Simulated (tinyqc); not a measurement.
# Changing the field over the saturation field

Model: two coupled magnetic layers: synthetic antiferromagnet, spin flop, exchange bias and magnetoresistance. Computed by tinyqc, a small Python program. Command: `OMP_NUM_THREADS=1 python tinyqc.py 3031101 3031102 out.jsonl saf sweep`. One thread of a shared host (Intel(R) Xeon(R) Processor @ 2.30GHz), about 1 s of CPU time with the checks.

Moments lie in the plane at the angles p1, p2 from the field. Energy per area: E = J1 cos(p1 - p2) + J2 cos^2(p1 - p2) - B M_s (t1 cos p1 + t2 cos p2) + K (t1 sin^2 p1 + t2 sin^2 p2).

Inputs (values chosen for the exercise, for a model stack):
```
quantity,value,unit
saturation magnetisation M_s,1210,kA/m
thickness t1,3.7,nm
thickness t2,2,nm
antiferromagnetic coupling J1,0.55,mJ/m^2
biquadratic coupling J2,0,mJ/m^2
in-plane anisotropy K,8.5,kJ/m^3
spin polarisation P1,0.74,-
spin polarisation P2,0.62,-
"resistance-area product, parallel",5.9,ohm micrometre^2
```

Field direction: along the easy axis.

Method:
- The parallel state is stable while the Hessian at p1 = p2 = 0 is positive: with c = J1 + 2 J2 and u = B M_s + 2K, (u t1 - c)(u t2 - c) > c^2, so B_sat M_s = c (1/t1 + 1/t2) - 2K. B_K = 2K/M_s.
- The lowest minimum of E over both angles (from five starts; of two mirror images the one with p1 >= 0, and for equal layers |p1| <= |p2|).
- Julliere: TMR = 2 P1 P2/(1 - P1 P2). Conductance G(theta) = G0 (1 + P1 P2 cos theta), so RA(theta) = RA_P (1 + P1 P2)/(1 + P1 P2 cos theta); theta = p2 for the layer next to the barrier.

One run for each value:
```
field over the saturation field,m/m_sat along B,p1 (degrees),p2 (degrees),RA at this field (ohm micrometre^2)
0.05,0.29825,0.000,-180.00,15.903
0.16,0.29825,0.000,-180.00,15.903
0.28,0.29825,0.000,-180.00,15.903
0.39,0.29825,0.000,-180.00,15.903
0.51,0.46795,27.966,-107.48,9.982
0.62,0.60227,30.741,-82.74,8.135
0.74,0.73221,28.063,-62.98,7.122
0.85,0.84665,22.381,-45.39,6.509
0.97,0.96948,10.341,-19.43,6.008
```

Over the rows, m/m_sat along B rises from 0.298 to 0.969, flat over part of the range; p1 (degrees) goes from 0 through a maximum among these rows, 30.7 at 0.620, to 10.3; p2 (degrees) goes from -180 through a minimum among these rows, -180 at 0.160, to -19.4.

Extremes, crossings and ranges named in words are read from the listed rows.
